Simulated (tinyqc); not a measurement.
Pi bands of a honeycomb layer in tight binding: one step. The secular equation.

Lattice vectors a (1,0) and a (1/2, sqrt3/2); f = exp(i ky a/sqrt3) + 2 cos(kx a/2) exp(-i ky a/(2 sqrt3)), w = |f|. H = [[D - t2 F, -t f], [., -D - t2 F]] with F = w^2 - 3, S = [[1, s0 f], [., 1]]; the levels solve det(H - E S) = 0. K = (4 pi/3a, 0), M = (pi/a, pi/(sqrt3 a)); w = 3, 1, 0 at Gamma, M, K.

Inputs chosen for the exercise (of the size used for graphene; shifted at random, so the results belong to these values and not to a real crystal):
- t = 2.72 eV (nearest hopping)
- t2 = 0.13 eV (second-neighbour hopping)
- s0 = 0.132 (overlap of neighbours)
- D = 0 eV (+D on A, -D on B)

w = 2.6496055

Question. det(H - E S) = 0 reads (e - E)^2 - D^2 - (t + s0 E)^2 w^2 = 0 with e = -t2 (w^2 - 3), that is c2 E^2 + 2 c1 E + c0 = 0 with c2 = 1 - s0^2 w^2, c1 = -(e + t s0 w^2), c0 = e^2 - D^2 - t^2 w^2.

Give: c2, c1, c0; levels.

Answer.

c2, c1, c0: [0.8777, -1.9980, -51.6666]

levels (eV): [-5.7267, 10.2795]

tinyqc: `OMP_NUM_THREADS=1 python tinyqc.py 1482761 1482762 out.jsonl`; about 0.01 s, one thread, shared Intel(R) Xeon(R) Processor @ 2.30GHz.
